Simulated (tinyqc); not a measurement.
Approximations against the iterative solution: electron mobility of a polar semiconductor by Rode's iterative solution of the Boltzmann equation. Computed by tinyqc, a small Python program. Command: `OMP_NUM_THREADS=1 python tinyqc.py 3031058 3031059 out.jsonl rode walk`. One thread of a shared host (Intel(R) Xeon(R) Processor @ 2.30GHz), about 0.01 s of CPU time with the checks.

The distribution is f(E) + e F l(E) (-df/dE) cos(theta) for a weak field F, theta counted from the force; l(E) is a mean free path. Elastic processes enter by their momentum rate, polar optical phonons by out- and in-scattering terms. One valley only: where upper valleys lie close, measured mobilities are lower. The density n is prescribed, even where a narrow-gap material would have more intrinsic carriers.

Inputs (values chosen for the exercise, for a model polar semiconductor):
```
quantity                               value    unit
effective mass m                        0.11     m_0
static permittivity eps_s               8.85       -
high-frequency permittivity eps_inf     5.13       -
density rho                             6200  kg/m^3
sound velocity v_l                      7850     m/s
acoustic deformation potential D_A       9.8      eV
optical phonon energy hbar w            44.1     meV
piezoelectric coupling K               0.097       -
electron density n                   7.2e+14  1/cm^3
compensation ratio C                    0.33       -
temperature T                            250       K
grid points per phonon energy s            6       -
iteration cap                            200       -
```

Band: parabolic. Elastic processes: acoustic, piezoelectric, impurity.

Constants: k_B = 8.617333262e-05 eV/K; m_0 = 9.1093837015e-31 kg; e = 1.602176634e-19 C; hbar = 1.054571817e-34 J s; eps_0 = 8.8541878128e-12 F/m; k_B = 1.380649e-23 J/K; hbar = 6.582119569e-16 eV s.

Method:
- Parabolic band: E = hbar^2 k^2/(2 m), speed v = hbar k/m, states per spin, volume and energy g(E) = m k/(2 pi^2 hbar^2). Masses are multiplied by m_0 and all formulas are in SI units.
- The reduced Fermi level eta = E_F/(k_B T) solves n = 2 Z int g f dE with f = 1/(1 + exp(x - eta)) (Z = 1 unless valleys are given); screening length L_s = sqrt(eps_s eps_0 k_B T/(e^2 dn/deta)), dn/deta = 2 Z int g f (1 - f) dE.
- Integrals over x = E/(k_B T) use 160 Gauss-Legendre points in u = sqrt(x) from 0 to sqrt(max(eta, 0) + 32).
- N_I = n (1 + C)/(1 - C).
- Phonon occupation N_q = 1/(exp(hbar w/(k_B T)) - 1).
- Acoustic deformation potential (elastic, equipartition, absorption and emission together): 1/tau = 2 pi k_B T D_A^2 g(E)/(hbar rho v_l^2).
- Piezoelectric (elastic, unscreened, momentum relaxation): 1/tau = e^2 K^2 k_B T m (1 + 2 alpha E)/(2 pi eps_s eps_0 hbar^3 k), with alpha = 0 for a parabolic band.
- Singly charged impurities, momentum relaxation: 1/tau = N_I e^4 m (1 + 2 alpha E) Phi/(8 pi (eps_s eps_0)^2 hbar^3 k^3), with alpha = 0 for a parabolic band.
- Brooks-Herring: Phi = ln(1 + b) - b/(1 + b), b = 4 k^2 L_s^2.
- Polar optical, unscreened: W = e^2 w (1/eps_inf - 1/eps_s) m (1 + 2 alpha E') ln|(k + k')/(k - k')| / (4 pi eps_0 hbar^2 k), times N_q for absorption (E' = E + hbar w) and N_q + 1 for emission (E' = E - hbar w > 0), with alpha = 0 for a parabolic band; mean cosine of the angle <cos> = (k^2 + k'^2)/(2 k k') - 1/ln|(k + k')/(k - k')|.
- Energy grid E_j = (j + 1/2) hbar w/s, j = 0, 1, ..., up to (max(eta, 0) + 18) k_B T, so that E_j +/- hbar w are grid points; l = 0 beyond the grid; integrals are sums times the spacing.
- With f' = f(E'): out-scattering S_o = sum over absorption and emission of W (1 - f')/(1 - f); nu = sum of elastic rates; the in-scattering weights are c+ = W_abs <cos> (1 - f')/(1 - f) for E' = E + hbar w and c- likewise for emission.
- Iteration: l_new(E) = [v(E) + c+ l(E + hbar w) + c- l(E - hbar w)]/(nu + S_o), from l = 0.
- mu = e sum g v l f (1 - f) / (3 k_B T sum g f) over the grid; stop when mu changes by less than 1e-8 of itself.
- Self-energy RTA: l = v/(nu + S_o), the first iteration. Momentum RTA: l = v/(nu + S_o - c+ v(E + hbar w)/v - c- v(E - hbar w)/v), listed only where the denominator is positive on the whole grid. The polar-only value solves the same system with nu = 0; the elastic value takes l = v/nu.

reduced Fermi level eta = -6.87413

ionised impurity density N_I = 1.42925e+15 1/cm^3

screening length L_s = 120.993 nm

mobility mu = 1404.88 cm^2/(V s)

Mobilities:
```
method                              mu (cm^2/(V s))  deviation (%)
iterative solution                             1405            0.0
self-energy RTA                                 947          -32.6
momentum RTA                                   2279           62.2
polar phonons alone, exact                     1572           11.9
elastic processes alone                       21004         1395.1
Matthiessen's rule on the last two             1463            4.1
```

self-energy RTA mobility = 947.41 cm^2/(V s)

polar-phonon mobility = 1572.1 cm^2/(V s)

elastic mobility = 21004 cm^2/(V s)

error of the self-energy RTA = -32.563 %

The self-energy RTA is 32.6 % low: it counts every polar event as a full loss of current, though forward events keep part of it. Here hbar w/k_B T = 2.05. Matthiessen's rule is 4.1 % high. The momentum RTA deviates by +62.2 %.
